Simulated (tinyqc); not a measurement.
# Long-channel MOSFET, surface-potential model, step by step

Computed by the program tinyqc: `OMP_NUM_THREADS=1 python tinyqc.py 2360119 2360120 out.jsonl`, one thread of a shared Intel Xeon 2.30GHz, about 0.07 s for the whole run. Printed values are rounded.

n-channel transistor on a uniformly doped p-type body, gradual-channel approximation, constant mobility, Boltzmann statistics, full ionisation. Potentials are counted from the neutral body; V is the electron quasi-Fermi potential, Vsb at the source and Vsb + Vds at the drain. Charges are magnitudes per area.

Values chosen for this exercise; material values close to those of silicon:

| symbol | value | unit | meaning |
|---|---|---|---|
| T | 300 | K | temperature |
| Eg | 1.1 | eV | band gap |
| eps_r | 11.6 |  | relative permittivity of the semiconductor |
| Nc | 2.84e19 | cm^-3 | conduction-band density of states at T |
| Nv | 2.69e19 | cm^-3 | valence-band density of states at T |
| Na | 1.8e16 | cm^-3 | acceptor density of the body |
| eox | 8.96 |  | relative permittivity of the gate insulator |
| tox | 3.7 | nm | insulator thickness |
| Vfb | -0.34 | V | flat-band voltage |
| mu | 570 | cm^2/(V s) | channel mobility |
| W | 2 | um | gate width |
| L | 1 | um | gate length |
| Vsb | 0 | V | source-body reverse bias |
| Vgs | 0.82 | V | gate-source voltage |
| Vds | 0.8 | V | drain-source voltage |

Constants: q = 1.602176634e-19 C, kB = 1.380649e-23 J/K, Vt = kB T/q, eps0 = 8.8541878128e-14 F/cm where lengths are in cm. Results are converted to the units shown.

Range of the model: The surface electron density at the source passes 0.3 Nc, where degeneracy, left out here, matters.

## Body potential, insulator capacitance and body factor

ni = sqrt(Nc Nv) exp(-Eg/(2 Vt)), Eg in volts; phiF = Vt ln(Na/ni); Cox = eps0 eox/tox; gamma = sqrt(2 q eps0 eps_r Na)/Cox. VT = Vfb + 2 phiF + gamma sqrt(2 phiF + Vsb), m = 1 + gamma/(2 sqrt(2 phiF + Vsb)).

ni = 1.59200e10 cm^-3
phiF = 0.360333 V
Cox = 2.14415 uF/cm^2
gamma = 0.0358967 V^0.5
VT = 0.411140 V
m = 1.02114

## Iteration 1: surface potential at the source by Newton steps

psi at the start (the smaller of 2 phiF + Vsb + 4 Vt and the root without inversion charge) = 0.824074 V

With V = Vsb: G = psi - Vt + Vt e, e = exp((psi - 2 phiF - Vsb)/Vt); f = Vgs + Vsb - Vfb - psi - gamma sqrt(G); f' = -1 - gamma (1 + e)/(2 sqrt(G)); psi(new) = psi - f/f'.

G = 2.20968 V
f = 0.282566 V
f' = -1.67130
psi after iteration 1 = 0.993143 V

## Iteration 2: surface potential at the source by Newton steps

As before.

G = 978.000 V
f = -0.955742 V
f' = -22.6911
psi after iteration 2 = 0.951024 V

## Course of the iteration: surface potential at the source by Newton steps

Stop when psi changes by less than 1e-10 V, or after 40 iterations.

Course of the iteration:
```
iteration,psi (V),|change| (V)
1,0.993143,0.169
2,0.951024,0.0421
3,0.923721,0.0273
4,0.914869,8.85e-3
5,0.914157,7.13e-4
6,0.914152,4.15e-6
7,0.914152,1.40e-10
8,0.914152,0
```

Converged in 8 iterations. At the end the number of correct digits about doubles with each step.

## Charges and current of the charge-sheet model

psi_0 = 0.914152 V
psi_L = 1.12241 V

psi_0 and psi_L solve Vgs + Vsb - Vfb - psi = gamma sqrt(G) at V = Vsb and Vsb + Vds. Qi = Cox gamma [sqrt(G) - sqrt(psi - Vt)], G = psi - Vt + Vt exp((psi - 2 phiF - V)/Vt), at both ends. With U = Vgs + Vsb - Vfb: drift = mu (W/L) Cox [U (psi_L - psi_0) - (psi_L^2 - psi_0^2)/2 - (2/3) gamma ((psi_L - Vt)^1.5 - (psi_0 - Vt)^1.5)]; diffusion = mu (W/L) Vt (Qi0 - QiL).

Qi0 = 454.592 nC/cm^2
QiL = 1.93798e-7 nC/cm^2
drift current = 53.9464 uA
diffusion current = 13.3974 uA
drain current = 67.3438 uA

Drift carries 80.1 % of the current. The drain end is pinched off: its charge is under 1 % of that at the source.

## Inversion charge along the channel

```
point,V (V)
0,0
1,0.08
2,0.16
3,0.24
4,0.32
5,0.4
6,0.48
7,0.56
8,0.64
9,0.72
10,0.8
```

The surface potential psi at channel potential V solves Vgs + Vsb - Vfb - psi = gamma sqrt(G), G = psi - Vt + Vt exp((psi - 2 phiF - V)/Vt). Charge sheet: Qi = Cox gamma [sqrt(G) - sqrt(psi - Vt)]. Pao-Sah: Qi = (Cox gamma/2) integral from 3 Vt to psi of exp((u - 2 phiF - V)/Vt)/sqrt(G(u, V)) du.

```
point,psi (V),"Qi, charge sheet (nC/cm^2)","Qi, Pao-Sah (nC/cm^2)"
0,0.91415,454.592,457.791
1,0.97810,314.924,317.363
2,1.03667,187.063,188.710
3,1.08556,80.3771,81.2046
4,1.11527,15.5706,15.7538
5,1.12195,0.992727,1.00484
6,1.12239,0.0459874,0.0465498
7,1.12241,0.00208521,0.00211072
8,1.12241,9.44561e-5,9.56114e-5
9,1.12241,4.27848e-6,4.33082e-6
10,1.12241,1.93798e-7,1.96168e-7
```

At the source the charge-sheet charge is 0.70 % below the Pao-Sah one.

## Pao-Sah current by Simpson's rule

I = mu (W/L) integral of Qi dV; Simpson's rule on the 11 points, step Vds/10, weights 1, 4, 2, ..., 4, 1 times step/3.

Pao-Sah current = 74.9394 uA

Gauss-Legendre quadrature on many points gives 74.87 uA, so this value is 0.090 % above it; the charge-sheet current, 67.34 uA, is 10 % below it.
